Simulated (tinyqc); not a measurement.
Inside a calculation. Model: Debye-Callaway model of lattice thermal conductivity. Computed by tinyqc, a small Python program that keeps every step. Command: `OMP_NUM_THREADS=1 python tinyqc.py 3017982 3017983 out.jsonl callaway walk`. One thread of a shared host (Intel(R) Xeon(R) Processor @ 2.30GHz), about 0.01 s of CPU time with the checks. Intermediate numbers are printed to about 5 digits and carried at full precision; extremes and crossings named in words are read from the listed rows.

Three acoustic branches with one velocity v, cut at omega_D = k_B Theta/hbar; x = hbar omega/(k_B T). v and Theta are separate inputs: Theta cuts off the heat-carrying modes, so C need not reach 3 k_B/V. gamma is an effective value that sets the umklapp rate.

Inputs (values chosen for the exercise, modelled on gallium arsenide):

| quantity | value | unit |
|---|---|---|
| sound velocity v | 3560 | m/s |
| Debye temperature Theta | 343 | K |
| volume per atom V | 22.6 | angstrom^3 |
| mean atomic mass M | 72.3 | u |
| effective Grueneisen parameter gamma | 1.98 | - |
| umklapp exponent divisor b | 3 | - |
| vacancy fraction n_v | 0.0003 | - |
| Casimir length L | 250 | micrometre |
| normal-process factor f_N | 0.95 | - |
| temperature T | 600 | K |
| probe frequency omega/omega_D | 0.62 | - |

Sample: crystal. Point defects: vacancies. Normal processes: included.

Constants: k_B = 1.380649e-23 J/K; hbar = 1.054571817e-34 J s; u = 1.6605390666e-27 kg.

## Mass-fluctuation parameter

A vacancy counts as a mass defect Delta M/M = -3 (the missing mass and twice its bonds), so Gamma = 9 n_v. A = V Gamma/(4 pi v^3).

Gamma = 0.0027

Rayleigh coefficient A = 1.0762e-43 s^3

## Scattering rates at one frequency

Rates: point defects A omega^4; umklapp B omega^2 T exp(-Theta/(b T)) with B = hbar gamma^2/(M v^2 Theta); normal processes f_N B omega^2 T (T/Theta)^2. Boundaries: v/L. The resistive time is tau_R = 1/(boundary + point-defect + umklapp rates), and the free path is v tau_R.

omega = 2.7842e+13 rad/s

Rates:

| process | rate (1/s) | rate x tau_R |
|---|---|---|
| boundaries | 1.4240e+07 | 3.8571e-05 |
| point defects | 6.4667e+10 | 0.17516 |
| umklapp | 3.0451e+11 | 0.82480 |
| normal | 1.0710e+12 | 2.9010 |

tau_R = 2.7086e-12 s

free path = 9.6426 nm

The strongest resistive process at this frequency: umklapp, 82 % of the resistive rate.

## The integrand on a coarse grid

x runs in ten equal steps to min(Theta/T, 12); g = x^4 e^x/(e^x - 1)^2; tau_C is the inverse of all rates summed; the last column is c tau_C g with c = (k_B/(2 pi^2 v)) (k_B T/hbar)^3.

Integrand:

| x | g | tau_C (s) | c tau_C g (W/(m K)) |
|---|---|---|---|
| 0.05717 | 0.00327 | 2.7900e-11 | 8.6807 |
| 0.11433 | 0.01306 | 6.9517e-12 | 8.6445 |
| 0.17150 | 0.02934 | 3.0711e-12 | 8.5810 |
| 0.22867 | 0.05206 | 1.7130e-12 | 8.4929 |
| 0.28583 | 0.08115 | 1.0846e-12 | 8.3817 |
| 0.34300 | 0.11650 | 7.4352e-13 | 8.2491 |
| 0.40017 | 0.15801 | 5.3807e-13 | 8.0967 |
| 0.45733 | 0.20555 | 4.0495e-13 | 7.9266 |
| 0.51450 | 0.25895 | 3.1391e-13 | 7.7409 |
| 0.57167 | 0.31805 | 2.4900e-13 | 7.5417 |

The integrand is largest at the lowest frequency shown, whose long lifetime outweighs its small heat capacity.

## Thermal conductivity

kappa_1 = c int tau_C g dx, g = x^4 e^x/(e^x - 1)^2, c = (k_B/(2 pi^2 v)) (k_B T/hbar)^3, over 0 < x < min(Theta/T, 40), by 96 Gauss-Legendre points in s with x = x_max s^2; 1/tau_C = 1/tau_R + 1/tau_N; kappa_2 = c [int (tau_C/tau_N) g dx]^2 / int (tau_C/(tau_N tau_R)) g dx; kappa = kappa_1 + kappa_2. Heat capacity C = 3 c int g dx / v^2; grey free path 3 kappa/(C v); the median free path v tau_C halves kappa_1 when the quadrature points are ordered by free path (each counted at half its weight, interpolated in the logarithm); likewise at 10 % and 90 %.

kappa_1 = 4.7256 W/(m K)

kappa_2 = 6.5145 W/(m K)

kappa = 11.240 W/(m K)

heat capacity C = 1.3811e+06 J/(m^3 K)

grey free path = 6.8581 nm

median free path = 4.1311 nm

free path at 10 % of kappa_1 = 1.1394 nm

free path at 90 % of kappa_1 = 103.32 nm

The median free path is 0.60 times the grey one. The middle 80 % of kappa_1 spans a factor 91 in free path. The Callaway term kappa_2 is 58 % of the total.

## Leaving out one process at a time

The formulas are those given above.

Conductivity at T:

| case | kappa (W/(m K)) | ratio to all |
|---|---|---|
| all processes | 11.240 | 1 |
| without point defects | 14.499 | 1.2899 |
| without boundaries | 11.256 | 1.0014 |
| without umklapp | 35.375 | 3.1472 |

Removing umklapp raises kappa most, by a factor 3.15; removing boundaries gives only 1.00.

## Conductivity against temperature

The boundary limit is C v^2/(3 x boundary rate), with C = 3 c int g dx / v^2.

Kappa (W/(m K)):

| T (K) | all processes | without point defects | boundary limit |
|---|---|---|---|
| 3.4 | 25.535 | 31.610 | 31.610 |
| 6.9 | 108.01 | 264.20 | 264.20 |
| 12 | 218.82 | 1385.0 | 1389.7 |
| 21 | 326.03 | 4110.0 | 7445.9 |
| 34 | 327.20 | 1883.3 | 30803 |
| 58 | 203.42 | 610.80 | 1.1381e+05 |
| 100 | 106.84 | 231.20 | 2.4654e+05 |
| 170 | 56.414 | 97.182 | 3.4263e+05 |
| 270 | 31.338 | 47.026 | 3.8470e+05 |
| 450 | 16.104 | 21.803 | 4.0461e+05 |

kappa peaks among these rows at 34 K (T/Theta = 0.099) with 327 W/(m K). The exponent d ln kappa/d ln T is 2.04 at the cold end and -1.30 at the hot end. The normal rate is taken to grow as T^3 at all T, which overstates it above Theta. Point defects cost most at 21 K, a factor 12.6.

Checks made by the program: heat capacity against the Debye function (relative difference below 1e-10).
